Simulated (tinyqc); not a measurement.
# Carrier lifetime of a p-type layer with SRH, radiative, Auger and surface recombination: effects of single changes

Uniform excess density dn = dp (no trapping), n = n0 + dn, p = p0 + dn, Boltzmann statistics, full ionisation. Surfaces enter as a rate 2 S dn/d, which holds while diffusion to them is fast.

Parameters, values chosen for the exercise; band and dielectric values close to those of silicon:
- T = 350 K (temperature)
- Eg = 1.12 eV (band gap)
- Nc = 3.47e19 cm^-3 (conduction-band density of states at T)
- Nv = 3.35e19 cm^-3 (valence-band density of states at T)
- B = 4.74e-15 cm^3/s (radiative coefficient)
- N = 1.1e15 cm^-3 (acceptor density)
- Cn = 1.6e-31 cm^6/s (Auger coefficient (two electrons))
- Cp = 2.1e-31 cm^6/s (Auger coefficient (two holes))
- Nt = 3.8e13 cm^-3 (trap density)
- sn = 1e-15 cm^2 (capture cross-section for electrons)
- sp = 9e-16 cm^2 (capture cross-section for holes)
- vth = 2.4e7 cm/s (thermal velocity (both carriers))
- Et = 0.13 eV (trap level below the conduction band)
- S = 0 cm/s (surface recombination velocity (both faces))
- d = 5 um (sample thickness)

Constants: q = 1.602176634e-19 C, kB = 1.380649e-23 J/K, Vt = kB T/q. Results are converted to the units shown.

Each table varies one quantity; the others keep the values above.

## Lifetime against injection

ni = sqrt(Nc Nv) exp(-Eg/(2 Vt)), Eg in volts; majority density N/2 + sqrt(N^2/4 + ni^2), n0 p0 = ni^2; n1 = Nc exp(-Et/Vt), p1 = Nv exp((Et - Eg)/Vt); tn0 = 1/(sn vth Nt), tp0 = 1/(sp vth Nt). With e = n p - ni^2 = dn (n0 + p0 + dn): U_SRH = e/(tp0 (n + n1) + tn0 (p + p1)), U_rad = B e, U_Aug = (Cn n + Cp p) e, U_s = 2 S dn/d. Each tau is dn over its rate; tau = dn/U with U the sum.

Lifetime against injection:
```
dn (cm^-3)	tau_SRH (s)	tau_rad (s)	tau_Aug (s)	tau (s)	radiative share (%)	largest path
1e11	5.172e-4	0.1918	3.934	5.157e-4	0.2689	SRH
1e12	5.168e-4	0.1916	3.926	5.153e-4	0.2689	SRH
1e13	5.126e-4	0.1901	3.839	5.112e-4	0.2689	SRH
1e14	4.743e-4	0.1758	3.109	4.730e-4	0.2690	SRH
1e15	2.720e-4	0.1005	0.7923	2.712e-4	0.2700	SRH
1e16	5.334e-5	0.01901	0.02292	5.307e-5	0.2792	SRH
1e17	7.918e-6	0.002087	2.657e-4	7.660e-6	0.3671	SRH
1e18	2.881e-6	2.107e-4	2.698e-6	1.384e-6	0.6567	Auger
1e19	2.371e-6	2.109e-5	2.702e-8	2.668e-8	0.1265	Auger
```

SRH recombination leads at dn = 1e11, Auger from 1e18 on. The total lifetime falls from 5.16e-4 to 2.67e-8 s. tau_SRH goes from 5.17e-4 s (low-injection limit 5.17e-4 s) to 2.37e-6 s (high-injection limit tn0 + tp0 = 2.31e-6 s). Between the last two rows tau_rad goes as dn^(-1.00) and tau_Aug as dn^(-2.00); the radiative share goes from 0.269 through a maximum of 0.657 (at dn = 1e18 among the rows listed) to 0.126 %.

## Effect of the trap level below the conduction band at dn = 2e14 cm^-3

Same model as above.

Here dn = 2e14 cm^-3.

The same in every row: tau_rad (s) = 0.1623; tau_Aug (s) = 2.522.

Result of one run:
```
Et (eV)	tau_SRH (s)	tau (s)	radiative share (%)	largest path
0.56	1.284e-6	1.284e-6	7.915e-4	SRH
```

What becomes of these results when the trap level below the conduction band Et is changed from 0.56 to 0.81 eV, all else the same?

Result of the changed run:
```
Et (eV)	tau_SRH (s)	tau (s)	radiative share (%)	largest path
0.81	2.255e-6	2.255e-6	0.001390	SRH
```

The whole series:
```
Et (eV)	tau_SRH (s)	tau (s)	radiative share (%)	largest path
0.06	0.004450	0.004323	2.664	SRH
0.18	8.451e-5	8.446e-5	0.05205	SRH
0.31	2.402e-6	2.402e-6	0.001480	SRH
0.43	1.305e-6	1.305e-6	8.040e-4	SRH
0.56	1.284e-6	1.284e-6	7.915e-4	SRH
0.69	1.302e-6	1.302e-6	8.023e-4	SRH
0.81	2.255e-6	2.255e-6	0.001390	SRH
0.94	7.360e-5	7.356e-5	0.04533	SRH
1.06	0.003866	0.003771	2.323	SRH
```

SRH recombination leads at Et = 0.06 and in all other rows. tau_SRH goes from 0.00445 through a minimum of 1.28e-6 (at Et = 0.56 among the rows listed) to 0.00387 s and the total lifetime goes from 0.00432 through a minimum of 1.28e-6 (at Et = 0.56 among the rows listed) to 0.00377 s. tau_SRH is within a factor 1.5 of its lowest value for Et from 0.43 to 0.69 eV; nearer a band edge n1 or p1 outgrows the carrier densities and the trap re-emits what it captured.

tinyqc, about 0.01 s, one thread, Intel Xeon 2.30GHz (shared host): `OMP_NUM_THREADS=1 python tinyqc.py 2300139 2300140 out.jsonl`
